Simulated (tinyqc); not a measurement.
Ellipsometry and reflectance of a transparent film on an absorbing substrate: two steps of the calculation.

Air (index 1), film, substrate with N2 = n2 - i k2; time factor exp(+i w t). q_j = sqrt(N_j^2 - sin^2 th), root with positive real part. Fresnel coefficients r_s = (q_a - q_b)/(q_a + q_b), r_p = (N_b^2 q_a - N_a^2 q_b)/(N_b^2 q_a + N_a^2 q_b). tan(Psi) exp(i Delta) = R_p/R_s, Delta taken from 0 to 360 degrees.

Parameters, values chosen for the exercise; indices close to those of silicon nitride on silicon:
```
symbol  value     unit                                  meaning
lam       405       nm                               wavelength
th         70  degrees                       angle of incidence
n1      2.039                     index of the transparent film
d          95       nm                           film thickness
n2       5.42                            index of the substrate
k2      0.329           extinction coefficient of the substrate
```

Question 1. Interface coefficients and thickness period. q0, q1, q2 and the coefficients r01 and r12 for p and s; the results repeat in d with the period lam/(2 q1).

Find: q0; q1; q2; r01,p; r01,s; r12,p; r12,s; period.

Answer 1.

q0 = 0.34202
q1 = 1.8096
q2 = 5.3382-0.3340i
r01,p = -0.11994
r01,s = -0.68208
r12,p = 0.41194-0.02440i
r12,s = -0.49478+0.02361i
period = 111.91 nm

Question 2. Psi, Delta and reflectances. beta = 2 pi d q1/lam, X = exp(-2 i beta), R = (r01 + r12 X)/(1 + r01 r12 X) for p and s.

q1 = 1.8095576
r01,p = -0.11994432
r01,s = -0.68207503
r12,p = 0.41194189-0.02440492i
r12,s = -0.49477690+0.02361072i

Find: beta; X; R_p; R_s; Psi; Delta; |R_p|^2; |R_s|^2.

Answer 2.

beta = 2.6670 rad
X = 0.58232+0.81296i
R_p = 0.13093+0.33619i
R_s = -0.84762-0.13549i
Psi = 22.797 degrees
Delta = 239.64 degrees
|R_p|^2 = 0.13016
|R_s|^2 = 0.73681

The bare substrate gives Psi = 19.30 and Delta = 175.51 degrees.

Numbers from tinyqc (`OMP_NUM_THREADS=1 python tinyqc.py 2870158 2870159 out.jsonl`; about 0.01 s on one thread of a shared Intel Xeon 2.30GHz).
